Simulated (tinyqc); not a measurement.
Effective-mass impurity with a central-cell term, in a basis of Slater functions: one step, computed by the program tinyqc.

The envelope obeys H = -nabla^2 - (2/r) [Z + A exp(-kappa r)] in effective units, with kappa = a*/lambda; positive A deepens the well near the core.

Problem. Generalised eigenproblem. (T + V + W) c = E S c with c^T S c = 1 and the largest component positive.

Inputs (values chosen for the exercise, for a model semiconductor): charge Z of the core = 1.

Impurity: acceptor, one isotropic band.

kinetic T (Ry*):
```
           1          2          3          4          5
1     0.1225  0.2342990  0.2441515  0.1829994  0.1190923
2  0.2342990     0.9604   1.836904   1.914148   1.434715
3  0.2441515   1.836904   7.529536   14.40133   15.00692
4  0.1829994   1.914148   14.40133   59.03156   112.9064
5  0.1190923   1.434715   15.00692   112.9064   462.8074
```

Coulomb V (Ry*):
```
            1           2           3           4           5
1        -0.7  -0.9085062  -0.7865523  -0.5466736  -0.3457995
2  -0.9085062       -1.96   -2.543817   -2.202346   -1.530686
3  -0.7865523   -2.543817      -5.488   -7.122688   -6.166570
4  -0.5466736   -2.202346   -7.122688    -15.3664   -19.94353
5  -0.3457995   -1.530686   -6.166570   -19.94353   -43.02592
```

central cell W (Ry*):
```
             1            2           3           4           5
1  -0.02744875  -0.09618606  -0.2371564  -0.3551486  -0.3385404
2  -0.09618606   -0.3497200  -0.9215478   -1.493758   -1.509713
3   -0.2371564   -0.9215478   -2.763106   -5.319024   -6.197789
4   -0.3551486    -1.493758   -5.319024   -13.49339   -20.88903
5   -0.3385404    -1.509713   -6.197789   -20.88903   -48.18527
```

overlap S:
```
          1         2         3         4         5
1  1.000000  0.683087  0.254219  0.068052  0.015817
2  0.683087  1.000000  0.683087  0.254219  0.068052
3  0.254219  0.683087  1.000000  0.683087  0.254219
4  0.068052  0.254219  0.683087  1.000000  0.683087
5  0.015817  0.068052  0.254219  0.683087  1.000000
```

Give: two lowest levels; coefficients of the lowest state; <T>; <W>.

Solution.

two lowest levels (Ry*): -1.6515  -0.3051

coefficients of the lowest state: -0.13101  0.76390  0.39826  -0.01370  0.00229

<T> = 2.6442 Ry*

<W> = -1.0893 Ry*

Caution: the effective Bohr radius is only a few bond lengths, so the envelope approximation is rough.
